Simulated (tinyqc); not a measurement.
Inside a calculation. Model: a chain with a side-coupled site and dephasing by Buettiker voltage probes.

Program tinyqc, `OMP_NUM_THREADS=1 python tinyqc.py 2700031 2700032 out.jsonl`; Intel Xeon 2.30GHz, shared host, one thread, about 0.01 s. Printed values are rounded.

Sites 1 to 2 form a chain with hopping -t, and site 3 hangs on site 1 by -ts. Lead L joins site 1 and lead R site 2, both semi-infinite chains with hopping -t and site energy 0. Every site carries a probe with self-energy -i Gamma_p/2 that draws no net current. Linear response at zero temperature: mu_L = 1, mu_R = 0 in units of the bias.

Inputs (values chosen for the exercise): hopping (matrix element -t) t = 2.2 eV; site energies 1 to N U = [0, 0, -0.69] eV; Fermi energy E = -0.69 eV; probe broadening Gamma_p gp = 0.68 eV; hopping from site 1 to the side site 3 ts = 1.05 eV.

Constants: q = 1.602176634e-19 C, h = 6.62607015e-34 J s. Results are converted to the units shown.

## Green function

Sigma = t^2 g(E), g(x) = (x - i sqrt(4 t^2 - x^2))/(2 t^2) for |x| < 2 t and (x - sign(x) sqrt(x^2 - 4 t^2))/(2 t^2) otherwise; Gamma = -2 Im Sigma; G = (E - H - Sigma_L - Sigma_R + i Gamma_p/2)^(-1).

Sigma = -0.345000-2.172780i eV
Gamma = 4.345561 eV

G (1/eV):
```
	1	2	3
1	-0.001461-0.130772i	0.112203-0.016685i	0.403855-0.004513i
2	0.112203-0.016685i	-0.026053-0.296152i	0.051526+0.346510i
3	0.403855-0.004513i	0.051526+0.346510i	0.013936-1.693978i
```

## Transmissions between terminals

With Gamma the broadening by one lead, T_RL = Gamma^2 |G_(2,1)|^2, T_pL = Gamma Gamma_p |G_(p,1)|^2, T_pR = Gamma Gamma_p |G_(p,2)|^2, T_pq = Gamma_p^2 |G_(p,q)|^2 for p != q.

T_RL = 0.2429971

```
probe	T_pL	T_pR
1	0.0505404	0.0380246
2	0.0380246	0.2611750
3	0.4820135	0.3626477
```

T_pq:
```
	1	2	3
1	0.00000000	0.00595014	0.07542620
2	0.00595014	0.00000000	0.05674766
3	0.07542620	0.05674766	0.00000000
```

## Probe potentials and effective transmission

No current into probe p: W mu = T_pL with W_pp = T_pL + T_pR + sum_q T_pq and W_pq = -T_pq. Then T_eff = T_RL + sum_p T_pR mu_p, and the resistance is (h/2q^2)/T_eff.

W:
```
	1	2	3
1	0.1699413	-0.0059501	-0.0754262
2	-0.0059501	0.3618974	-0.0567477
3	-0.0754262	-0.0567477	0.9768350
```

mu_p, probe 1 to 3: 0.5473175  0.1998914  0.5473175
T_eff = 0.5144986
resistance = 25.08540 kohm

Without probes the transmission is 0. With them, 47.2 % of the current crosses without entering a probe.

## Current at both leads

In units of (2 q^2/h) times the bias, T_RL + sum_p T_pL (1 - mu_p) leaves L and T_RL + sum_p T_pR mu_p enters R.

current leaving L = 0.5144986
current entering R = 0.5144986

The two are equal: the probes conserve the current.
